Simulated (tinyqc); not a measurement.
# Inputs raised by 5 %, one at a time

Model: chemical vapour deposition: Grove model, boundary layer, depletion and step coverage. Computed by tinyqc, a small Python program. Command: `OMP_NUM_THREADS=1 python tinyqc.py 3007044 3007045 out.jsonl cvd sens`. One thread of a shared host (Intel(R) Xeon(R) Processor @ 2.30GHz), about 0.02 s of CPU time with the checks.

A precursor diffuses to the surface and reacts there at first order; each molecule that reacts adds one formula unit of film.

Inputs (values chosen for the exercise, close to those used for polysilicon from silane):
```
quantity                                     value                unit
prefactor k0 of k_s                          1e+09                cm/s
activation energy E                           1.62                  eV
temperature T                                  600                   C
total pressure p                              0.21                torr
mole fraction of the precursor Y              0.23                   -
gas diffusivity D0 at 273.15 K and 760 torr   0.23              cm^2/s
film density N                               5e+22  formula units/cm^3
precursor mass M                                32                   u
trench width w                               0.073                  um
aspect ratio of the trench                      57                   -
wafer radius R                                  15                  cm
wafer spacing s                               0.53                  cm
```

Reactor: wafer stack, low pressure.

Constants: k_B = 1.380649e-23 J/K; u = 1.6605390666e-27 kg; k_B = 8.617333262e-05 eV/K.

Method:
- k_s = k0 exp(-E/(k_B T)); C_g = Y p/(k_B T), 1 torr = 133.322 Pa; D = D0 (T/273.15)^1.75 (760/p).
- Temperatures in kelvin are T(C) + 273.15.
- Mean speed c = sqrt(8 k_B T/(pi M)); reactive sticking probability beta = 4 k_s/c.
- Between two wafers the gas diffuses inward and reacts on both faces: (D/r) d/dr (r dC/dr) = 2 k_s C/s, so C(r)/C_g = I0(phi r/R)/I0(phi) with phi^2 = 2 k_s R^2/(s D); G(r) = k_s C(r)/N, 1 cm/s = 6e8 nm/min; the mean over the wafer is eta = 2 I1(phi)/(phi I0(phi)).
- In a long trench of width w and depth l = aspect ratio x w: Knudsen diffusivity D_K = (2w) c/3 (hydraulic diameter 2w), combined as 1/D_e = 1/D_K + 1/D; D_e d2C/dz2 = 2 k_s C/w with D_e dC/dz = -k_s C at the floor. With m = sqrt(2 k_s/(w D_e)): C(floor)/C(top) = 1/[cosh(m l) + (k_s/(D_e m)) sinh(m l)].

Runs:
```
input moved                                                 from          to  growth rate G at the edge (nm/min)  step coverage  modulus m l  Thiele modulus phi
base run                                                       -           -                              2.8596        0.97158      0.23919             0.24402
prefactor k0 of k_s (cm/s)                            1000000000  1050000000                              3.0025        0.97020      0.24510             0.25005
mole fraction of the precursor Y                            0.23      0.2415                              3.0025        0.97158      0.23919             0.24402
gas diffusivity D0 at 273.15 K and 760 torr (cm^2/s)        0.23      0.2415                              2.8596        0.97158      0.23919             0.23814
aspect ratio of the trench                                    57       59.85                              2.8596        0.96877      0.25115             0.24402
trench width w (um)                                        0.073     0.07665                              2.8596        0.97158      0.23919             0.24402
wafer spacing s (cm)                                        0.53      0.5565                              2.8596        0.97158      0.23919             0.23814
wafer radius R (cm)                                           15       15.75                              2.8596        0.97158      0.23919             0.25622
```

Exponents ln(y'/y) / ln(x'/x):
```
input                                        growth rate G at the edge  step coverage  modulus m l  Thiele modulus phi
prefactor k0 of k_s                                                  1         -0.029          0.5                 0.5
mole fraction of the precursor Y                                     1          0.000          0.0                 0.0
gas diffusivity D0 at 273.15 K and 760 torr                          0          0.000          0.0                -0.5
aspect ratio of the trench                                           0         -0.059          1.0                 0.0
trench width w                                                       0          0.000          0.0                 0.0
wafer spacing s                                                      0          0.000          0.0                -0.5
wafer radius R                                                       0          0.000          0.0                 1.0
```

To which inputs is each result most sensitive?

Among the inputs moved here: growth rate G at the edge answers most in size to prefactor k0 of k_s (exponent +1.000), and about equally to mole fraction of the precursor Y (+1.000); its exponent is below 0.0005 for gas diffusivity D0 at 273.15 K and 760 torr, aspect ratio of the trench, trench width w, wafer spacing s, wafer radius R. Its exponent +1.000 in prefactor k0 of k_s: the surface reaction limits. Its exponent +1.000 in mole fraction of the precursor Y: first-order kinetics. Step coverage answers most in size to aspect ratio of the trench (exponent -0.059), next to prefactor k0 of k_s (-0.029); its exponent is below 0.0005 for mole fraction of the precursor Y, gas diffusivity D0 at 273.15 K and 760 torr, trench width w, wafer spacing s, wafer radius R. modulus m l answers most in size to aspect ratio of the trench (exponent +1.000), next to prefactor k0 of k_s (+0.500); its exponent is below 0.0005 for mole fraction of the precursor Y, gas diffusivity D0 at 273.15 K and 760 torr, trench width w, wafer spacing s, wafer radius R. Its exponent +1.000 in aspect ratio of the trench: the modulus is proportional to depth. Its exponent 0.000 in trench width w: Knudsen transport has no length scale but w. Thiele modulus phi answers most in size to wafer radius R (exponent +1.000), next to prefactor k0 of k_s (+0.500); its exponent is below 0.0005 for mole fraction of the precursor Y, aspect ratio of the trench, trench width w. Its exponent -0.500 in wafer spacing s: wider gaps feed the centre. Its exponent +1.000 in wafer radius R: larger wafers are harder to feed.

Caution (all rows): the mean free path 3D/c is comparable with or larger than the wafer spacing, where wall collisions cap D near (2s) c/3 and the lag is larger than computed. Caution (all rows): the hydraulic-diameter form of D_K is rough for a slit.
